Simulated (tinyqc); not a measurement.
Tight binding, honeycomb lattice, step by step. One step of it, computed by the program tinyqc.

Problem. Levels at k. Diagonalise the Hermitian matrix.

H(k) at k (eV), order A, B:
```
[[0.000000, -2.375459+0.211335i],
 [-2.375459-0.211335i, 0.000000]]
```

Give: eigenvalues; weights |c|^2 of the basis functions.

Solution.

eigenvalues (eV): [-2.3848, 2.3848]

weights |c|^2 of the basis functions, order A, B:
```
[[0.5000, 0.5000],
 [0.5000, 0.5000]]
```
